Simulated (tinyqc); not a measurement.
# Long-channel MOSFET, surface-potential model: effects of single changes

n-channel transistor on a uniformly doped p-type body, gradual-channel approximation, constant mobility, Boltzmann statistics, full ionisation. Potentials are counted from the neutral body; V is the electron quasi-Fermi potential, Vsb at the source and Vsb + Vds at the drain. Charges are magnitudes per area.

Values chosen for this exercise; material values close to those of silicon:
```
symbol    value        unit                                      meaning
T           400           K                                  temperature
Eg         1.12          eV                                     band gap
eps_r      11.7               relative permittivity of the semiconductor
Nc      4.25e19       cm^-3       conduction-band density of states at T
Nv      4.11e19       cm^-3          valence-band density of states at T
Na       1.9e18       cm^-3                 acceptor density of the body
eox        21.5              relative permittivity of the gate insulator
tox          66          nm                          insulator thickness
Vfb       -0.54           V                            flat-band voltage
mu          170  cm^2/(V s)                             channel mobility
W            20          um                                   gate width
L             2          um                                  gate length
Vsb           0           V                     source-body reverse bias
Vgs        3.43           V                          gate-source voltage
Vds        0.05           V                         drain-source voltage
```

Constants: q = 1.602176634e-19 C, kB = 1.380649e-23 J/K, Vt = kB T/q, eps0 = 8.8541878128e-14 F/cm where lengths are in cm. Results are converted to the units shown.

Each table varies one quantity; the others keep the values above.

## Effect of the source-body reverse bias

ni = sqrt(Nc Nv) exp(-Eg/(2 Vt)), Eg in volts; phiF = Vt ln(Na/ni); Cox = eps0 eox/tox; gamma = sqrt(2 q eps0 eps_r Na)/Cox. The surface potential psi at channel potential V solves Vgs + Vsb - Vfb - psi = gamma sqrt(G), G = psi - Vt + Vt exp((psi - 2 phiF - V)/Vt). Charge sheet: Qi = Cox gamma [sqrt(G) - sqrt(psi - Vt)]; I = mu (W/L) [integral of Qi dpsi from psi_0 to psi_L (drift) + Vt (Qi0 - QiL) (diffusion)], with psi_0 at V = Vsb and psi_L at V = Vsb + Vds. VT = Vfb + 2 phiF + gamma sqrt(2 phiF + Vsb), m = 1 + gamma/(2 sqrt(2 phiF + Vsb)). The swing is 20 mV/log10[I(VT - 0.14 V)/I(VT - 0.16 V)] of the charge-sheet current at the given Vds.

The same in every row: gamma (V^0.5) = 2.753.

Result of one run:

| Vsb (V) | VT (V) | m | swing (mV/decade) | I at Vgs, Vds (uA) |
|---|---|---|---|---|
| 1 | 4.169 | 1.997 | 171.0 | 2.397e-5 |

What becomes of these results when the source-body reverse bias Vsb is changed from 1 to 0.75 V, all else the same?

Result of the changed run:

| Vsb (V) | VT (V) | m | swing (mV/decade) | I at Vgs, Vds (uA) |
|---|---|---|---|---|
| 0.75 | 3.911 | 2.070 | 179.0 | 0.001178 |

The whole series:

| Vsb (V) | VT (V) | m | swing (mV/decade) | I at Vgs, Vds (uA) |
|---|---|---|---|---|
| 0 | 2.989 | 2.446 | 224.1 | 6.859 |
| 0.25 | 3.328 | 2.280 | 203.5 | 1.534 |
| 0.5 | 3.633 | 2.161 | 189.4 | 0.06033 |
| 0.75 | 3.911 | 2.070 | 179.0 | 0.001178 |
| 1 | 4.169 | 1.997 | 171.0 | 2.397e-5 |

As Vsb goes from 0 to 1 V, VT rises from 2.99 to 4.17 V, the swing falls from 224 to 171 mV a decade and the current falls from 6.86 to 2.40e-5 uA. The swing is 15 % above m Vt ln 10 in the first row and 7.9 % above it in the last. The gate voltage is below VT in 3 of the 5 rows. At Vsb = 0 V the surface electron density at the source passes 0.3 Nc, where degeneracy and quantisation, left out here, matter.

## Effect of the acceptor density of the body

Same model as above.

Effect of the acceptor density of the body:

| Na (cm^-3) | gamma (V^0.5) | VT (V) | m | swing (mV/decade) | I at Vgs, Vds (uA) |
|---|---|---|---|---|---|
| 1.9e17 | 0.8707 | 0.9613 | 1.503 | 128.8 | 52.59 |
| 3.5e17 | 1.182 | 1.301 | 1.665 | 143.8 | 44.61 |
| 6.5e17 | 1.610 | 1.763 | 1.882 | 164.9 | 33.77 |
| 1.2e18 | 2.188 | 2.382 | 2.169 | 194.4 | 19.56 |
| 2.2e18 | 2.963 | 3.214 | 2.547 | 235.4 | 3.131 |
| 4.1e18 | 4.045 | 4.383 | 3.064 | 295.0 | 4.613e-4 |

Read the table: what changes, and by how much?

As Na goes from 1.9e17 to 4.1e18 cm^-3, VT rises from 0.961 to 4.38 V, the swing rises from 129 to 295 mV a decade and the current falls from 52.6 to 4.61e-4 uA. The swing is 7.9 % above m Vt ln 10 in the first row and 21 % above it in the last. The gate voltage is below VT in 1 of the 6 rows. For Na = 1.9e17 to 1.2e18 cm^-3 the surface electron density at the source passes 0.3 Nc, where degeneracy and quantisation, left out here, matter.

Computed by the program tinyqc: `OMP_NUM_THREADS=1 python tinyqc.py 2360085 2360086 out.jsonl`, one thread of a shared Intel Xeon 2.30GHz, about 0.03 s for the whole run.
